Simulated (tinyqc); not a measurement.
Worked calculation: power iteration on a symmetric matrix. Computed by tinyqc, a small Python program that keeps every step. Settings: method = power, shift = 1.42. Command: `OMP_NUM_THREADS=1 python tinyqc.py 25327 25328 out.jsonl` (the two numbers bound the seeds that draw the settings). One thread of a shared host (Intel(R) Xeon(R) Processor @ 2.60GHz), about 0.01 s of CPU time with the checks.

## Step 1

A:
```
,1,2,3,4,5
1,0.309000,0.228000,0.763000,-0.069000,0.476000
2,0.228000,1.216000,0.625000,-0.167000,0.261000
3,0.763000,0.625000,2.949000,-0.093000,-0.772000
4,-0.069000,-0.167000,-0.093000,4.181000,0.452000
5,0.476000,0.261000,-0.772000,0.452000,4.560000
```

vector v at the start: 0.447214  0.447214  0.447214  0.447214  0.447214

shift = 1.420000

w = (A - shift) v; v' = w/|w| with its largest component positive (the first on a tie); lambda = v'^T A v'.

vector after step 1: 0.056487  0.146236  0.403871  0.567624  0.700083

Rayleigh quotient after step 1 = 4.141423

## Step 2

As before.

vector after step 2: 0.194899  0.110035  0.054019  0.618494  0.751302

Rayleigh quotient after step 2 = 4.736006

## Course of the iteration

Stop when the residual |A v - lambda v| is below 1e-9.

Steps:
```
step,lambda,residual
1,4.14142318,1.11e+00
2,4.73600576,7.74e-01
3,4.98553659,4.39e-01
4,5.06326348,2.39e-01
5,5.08691620,1.36e-01
6,5.09482691,8.22e-02
7,5.09781066,5.26e-02
8,5.09905387,3.49e-02
9,5.09960689,2.36e-02
10,5.09986224,1.62e-02
11,5.09998247,1.12e-02
12,5.10003965,7.71e-03
13,5.10006698,5.33e-03
14,5.10008006,3.69e-03
15,5.10008634,2.56e-03
16,5.10008935,1.77e-03
17,5.10009080,1.23e-03
18,5.10009149,8.51e-04
19,5.10009183,5.90e-04
20,5.10009199,4.09e-04
21,5.10009206,2.83e-04
22,5.10009210,1.96e-04
23,5.10009212,1.36e-04
24,5.10009213,9.42e-05
25,5.10009213,6.52e-05
26,5.10009213,4.52e-05
27,5.10009213,3.13e-05
28,5.10009213,2.17e-05
29,5.10009213,1.50e-05
30,5.10009213,1.04e-05
```

all eigenvalues, for comparison: 0.003399  0.948363  3.193277  3.969869  5.100092

Not converged in 30 steps: the residual falls only by the ratio of the two largest distances of eigenvalues from the shift, 0.69 a step.
